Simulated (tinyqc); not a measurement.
Input admittance of a MOSFET at zero drain bias: distributed channel and distributed gate: one step of the calculation.

Source and drain grounded, strong inversion, w = 2 pi f, Cox = eps0 eox/tox. The channel is an RC line of resistance 1/(mu Cox Vo) per square fed from both ends, so one finger has the intrinsic admittance y = i w Cox L tanh(g)/g per width, g = (1/2) sqrt(i w tau), tau = L^2/(mu Vo). The vertical resistance rv/L is in series with y, the overlaps 2 i w Cov in parallel: y_t = 1/(1/y + rv/L) + 2 i w Cov. The gate strip is a line of Rsh/L per length loaded by y_t, so a finger has Y = y_t Wf tanh(k)/k, k = (Wf/sd) sqrt(y_t Rsh/L); the device has Nf Y.

Question. Low-frequency resistances and capacitance. Low-frequency limits, with c = Cox L and ct = c + 2 Cov: R_strip = Rsh Wf/(3 sd^2 L Nf), R_ch = (c/ct)^2 L/(12 mu Cox Vo Wf Nf), R_vert = (c/ct)^2 rv/(L Wf Nf), C = ct Wf Nf.

Inputs (values chosen for the exercise); values of the order met in silicon radio-frequency transistors: relative permittivity of the gate insulator (close to zirconium oxide) eox = 25.1; insulator thickness tox = 11 nm; channel length L = 0.11 um; finger width Wf = 0.79 um; number of fingers Nf = 1; channel mobility mu = 350 cm^2/(V s); gate overdrive Vo = 0.36 V; sheet resistance of the gate Rsh = 26 ohm/square; vertical resistivity of the gate stack rv = 0 ohm um^2; number of ends at which a finger is contacted sd = 1; overlap and fringe capacitance on each side Cov = 0.39 fF/um.

Constants: eps0 = 8.8541878128e-14 F/cm where lengths are in cm. Results are converted to the units shown.

Find: parts; sum; C; 1/(2 pi R C).

Answer.

parts (ohm): strip 62.242, channel 24.974, vertical 0
sum = 87.217 ohm
C = 2.3719 fF
1/(2 pi R C) = 769.35 GHz

The strip term is the largest, 71.4 % of the sum.

Program tinyqc, `OMP_NUM_THREADS=1 python tinyqc.py 2262220 2262221 out.jsonl`; Intel Xeon 2.30GHz, shared host, one thread, about 0.01 s.
